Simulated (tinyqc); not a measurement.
# Resistance of a tapered via with liner, size effect and interface: several studies

A round via whose diameter grows from db at the bottom as D(z) = db + 2 z/tan(ang). The fill, of diameter D - 2 tl, starts above the bottom liner (thickness fb tl) and has rho = rho0 (1 + ks lam/(D - 2 tl)); the sidewall liner conducts in parallel with it. The bottom liner and the interface are crossed over the full area pi db^2/4. Spreading in the lines above and below is left out.

Inputs (values chosen for the exercise); fill metal close to copper:
```
symbol    value      unit                                                    meaning
db          9.7        nm                                     diameter at the bottom
hv           26        nm                                                     height
ang          89   degrees                                             sidewall angle
rho0       1.64   uohm cm                               bulk resistivity of the fill
lam        38.7        nm                                 mean free path of the fill
ks          1.3                                                   size-effect factor
tl          1.8        nm                                      liner on the sidewall
fb            1                        liner at the bottom over that on the sidewall
rl          200   uohm cm                                   resistivity of the liner
ri      1.1e-12  ohm cm^2                        interface resistivity at the bottom
Sb       1.1e15     S/m^2       ballistic conductance per area, about 3/(4 rho0 lam)
rho2       5.34   uohm cm  bulk resistivity of the second fill (close to molybdenum)
lam2       11.4        nm                                         its mean free path
tl2         0.3        nm                                                  its liner
```

Each table varies one quantity; the others keep the values above.

## Via resistance against the diameter at the bottom

Slices between z0 = fb tl and hv, evaluated at their midpoints: conductance per length pi/4 [(D - 2 tl)^2/rho + (D^2 - (D - 2 tl)^2)/rl], slice resistance = slice height over that. 2000 slices. R_fill = sum of the slices; R_bottom = rl fb tl/(pi db^2/4); R_interface = ri/(pi db^2/4); ballistic (Sharvin) limit 1/(Sb pi (db - 2 tl)^2/4); ideal cylinder rho0 hv/(pi db^2/4).

Via resistance against the diameter at the bottom:
columns A: db (nm); B: R_fill (ohm); C: R_bottom (ohm); D: R_interface (ohm); E: R (ohm); F: ballistic limit (ohm); G: R over ideal cylinder; H: largest part
```
A         B       C        D       E       F      G             H
6     706.4   127.3    3.890   837.6   201.0  55.54          fill
8.3   174.5   66.54    2.033   243.1   52.40  30.84          fill
11    56.44   37.88    1.157   95.48   21.14  21.28          fill
16    14.58   17.90   0.5471   33.03   7.528  15.58  bottom liner
22    5.131   9.470   0.2894   14.89   3.419  13.28  bottom liner
30    1.995   5.093   0.1556   7.243   1.661  12.01  bottom liner
42   0.7639   2.598  0.07940   3.442  0.7850  11.18  bottom liner
58   0.3209   1.363  0.04163   1.725  0.3911  10.69  bottom liner
80   0.1412  0.7162  0.02188  0.8793  0.1983  10.37  bottom liner
```

R falls from 838 to 0.879 ohm. The fill is the largest part at db = 6, the bottom liner from 16 on. R goes as db^(-3.81) between the first two rows and db^(-2.10) between the last two; area alone gives -2. For db = 16, 22, 30, 42, 58, 80 the ballistic limit exceeds half of R_fill, so the diffusive model understates R.

## Via resistance against the sidewall angle

Same model as above.

2000 slices.

The same in every row: R_bottom (ohm) = 48.72; R_interface (ohm) = 1.489; ballistic limit (ohm) = 31.11.

Result of one run:
```
ang (degrees)  R_fill (ohm)  R (ohm)  R over ideal cylinder  largest part
86                    57.38    107.6                  18.64          fill
```

What becomes of these results when the sidewall angle ang is changed from 86 to 89 degrees, all else the same?

Result of the changed run:
```
ang (degrees)  R_fill (ohm)  R (ohm)  R over ideal cylinder  largest part
89                    92.25    142.5                  24.69          fill
```

The whole series:
```
ang (degrees)  R_fill (ohm)  R (ohm)  R over ideal cylinder  largest part
90                    112.5    162.7                  28.20          fill
89                    92.25    142.5                  24.69          fill
88                    77.40    127.6                  22.11          fill
87                    66.15    116.4                  20.16          fill
86                    57.38    107.6                  18.64          fill
84                    44.68    94.88                  16.44  bottom liner
82                    36.00    86.21                  14.94  bottom liner
```

R falls from 163 to 86.2 ohm. The fill is the largest part at ang = 90, the bottom liner from 84 on. The share of the two bottom terms goes from 30.8 to 58.2 %. For ang = 86, 84, 82 the ballistic limit exceeds half of R_fill, so the diffusive model understates R.

## Two fill metals against the diameter

2000 slices. R_fill = sum of the slices; R_bottom = rl fb tl/(pi db^2/4); R_interface = ri/(pi db^2/4). The second fill has rho2, lam2 and tl2 in place of rho0, lam and tl.

Results:
```
db (nm)  R, first fill (ohm)  R, second fill (ohm)  ratio second/first
6                     837.58                202.93             0.24227
8.5                   223.36                81.421             0.36453
17                    28.218                14.650             0.51917
24                    12.112                6.5371             0.53973
35                    5.1313                2.7850             0.54275
49                    2.4692                1.3298             0.53855
70                    1.1616               0.61827             0.53224
100                  0.55408               0.29157             0.52621
```

Estimate the missing row, db = 12 nm.

Computed row:
```
db (nm)  R, first fill (ohm)  R, second fill (ohm)  ratio second/first
12                    73.447                34.118             0.46452
```

With this row back in the table: The ratio goes from 0.242 to 0.526. The second fill gives the lower R in every row.

Computed by the program tinyqc: `OMP_NUM_THREADS=1 python tinyqc.py 2750011 2750012 out.jsonl`, one thread of a shared Intel Xeon 2.30GHz, about 0.01 s for the whole run.
